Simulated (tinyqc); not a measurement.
Comparisons within one model: four-band model of biased bilayer graphene near K. A value that a table varies takes the place of the one given here.

Basis A1, B1, A2, B2, with B1 below A2; p = kx + i ky, v_j = (sqrt3/2) a g_j. Diagonal -U/2, -U/2, U/2, U/2; <A1|B1> = <A2|B2> = v0 p*, <B1|A2> = g1, <A1|B2> = v3 p, <A1|A2> = <B1|B2> = -v4 p*.

Inputs chosen for the exercise (near those used for Bernal bilayer graphene; shifted at random, so the results belong to these values and not to a real crystal):
- a = 2.46 angstrom (lattice constant)
- g0 = 3.17 eV (hopping in a layer)
- g1 = 0.329 eV (hopping of the dimer sites)
- g3 = 0.2 eV (skew hopping A1-B2)
- g4 = 0.04 eV (skew hopping A1-A2)
- U = 0.19 eV (potential difference of the layers)
- k = (-0.041, 0.028) 1/angstrom (wave vector from K)

## Gap against bias

Closed form for g3 = g4 = 0: gap U g1/sqrt(U^2 + g1^2), ring radius as (U/2 v0) sqrt((2 g1^2 + U^2)/(g1^2 + U^2)). Last column: lowest band 3 less highest band 2 of the full matrix on a polar grid, |k| = 0 to 0.08 in steps of 0.001 1/angstrom, angles 0, 15, 30, 45, 60 degrees.

Gap:

| U (eV) | gap (eV) | kg (1/angstrom) | gap/U | gap on the grid (eV) |
|---|---|---|---|---|
| 0.02 | 0.0200 | 0.0021 | 0.998 | 0.0197 |
| 0.05 | 0.0494 | 0.0052 | 0.989 | 0.0485 |
| 0.10 | 0.0957 | 0.0102 | 0.957 | 0.0928 |
| 0.15 | 0.1365 | 0.0150 | 0.910 | 0.1312 |
| 0.20 | 0.1709 | 0.0195 | 0.854 | 0.1630 |
| 0.30 | 0.2217 | 0.0276 | 0.739 | 0.2090 |
| 0.40 | 0.2541 | 0.0351 | 0.635 | 0.2376 |
| 0.60 | 0.2885 | 0.0493 | 0.481 | 0.2655 |

What can be read from the table?

The gap follows U while U << g1 (ratio 0.989 at 0.05 eV) and bends towards g1 = 0.329 eV, reaching 0.288 eV at 0.6. The skew hoppings change it by -2.9 meV at U = 0.1 and -16.5 meV at 0.4 eV. U is the screened difference, smaller than the applied field times the layer distance.

## From parabola to cone

U = 0, along kx. Parabola: v0^2 k^2/g1. Hyperbola: sqrt(g1^2/4 + v0^2 k^2) - g1/2. Then bands 3 and 2 of the full matrix for +kx and band 3 for -kx.

Energies (eV):

| k (1/angstrom) | parabola | hyperbola | band 3, +kx | band 2, +kx | band 3, -kx |
|---|---|---|---|---|---|
| 0.002 | 0.0006 | 0.0006 | 0.0003 | -0.0003 | 0.0014 |
| 0.005 | 0.0035 | 0.0034 | 0.0014 | -0.0012 | 0.0056 |
| 0.010 | 0.0139 | 0.0133 | 0.0096 | -0.0089 | 0.0177 |
| 0.020 | 0.0555 | 0.0483 | 0.0419 | -0.0397 | 0.0570 |
| 0.030 | 0.1248 | 0.0965 | 0.0881 | -0.0841 | 0.1089 |
| 0.050 | 0.3466 | 0.2111 | 0.1998 | -0.1920 | 0.2303 |
| 0.080 | 0.8872 | 0.4003 | 0.3851 | -0.3719 | 0.4290 |
| 0.120 | 1.9963 | 0.6624 | 0.6423 | -0.6221 | 0.7034 |

What does this show?

The parabola is 4 % above the hyperbola at 0.01 and a factor 3.01 at 0.12 1/angstrom, where the slope nears v0. g3 makes +kx and -kx differ, by 20.8 meV at 0.03, and g4 makes electrons and holes differ, |band 3| - |band 2| = +4.0 meV there. Without bias the bands touch in four small cones, one at K and three at k = g1 v3/v0^2 = 0.0031 1/angstrom from it; their pockets join near g1 (g3/g0)^2/4 = 0.3 meV.

## What each parameter does

The four levels at k. Each row changes one parameter from the base and keeps the others.

Results:

| case | band 1 (eV) | band 2 (eV) | band 3 (eV) | band 4 (eV) |
|---|---|---|---|---|
| base | -0.5651 | -0.1864 | 0.1932 | 0.5584 |
| g0 = 3.329 eV | -0.5806 | -0.2005 | 0.2074 | 0.5738 |
| g1 = 0.3619 eV | -0.5868 | -0.1808 | 0.1876 | 0.5800 |
| g3 = 0.3 eV | -0.5661 | -0.1852 | 0.1920 | 0.5593 |
| g4 = 0.09 eV | -0.5694 | -0.1822 | 0.1974 | 0.5542 |
| U = 0.24 eV | -0.5771 | -0.1785 | 0.1849 | 0.5707 |

What can be read from the table?

The largest shifts from the base row, up to three for each result and ties (the steps differ in size, so this ranks the rows, not the parameters). band 1 (eV): g1 -0.0217, g0 -0.0154, U -0.0119. band 2 (eV): g0 -0.0141, U +0.0079, g1 +0.0056. band 3 (eV): g0 +0.0142, U -0.0083, g1 -0.0056. band 4 (eV): g1 +0.0217, g0 +0.0154, U +0.0123. Only g4 breaks the mirror symmetry between the upper and lower bands.

Program tinyqc; command `OMP_NUM_THREADS=1 python tinyqc.py 1451676 1451677 out.jsonl`; about 0.06 s on one thread of a shared Intel(R) Xeon(R) Processor @ 2.30GHz.
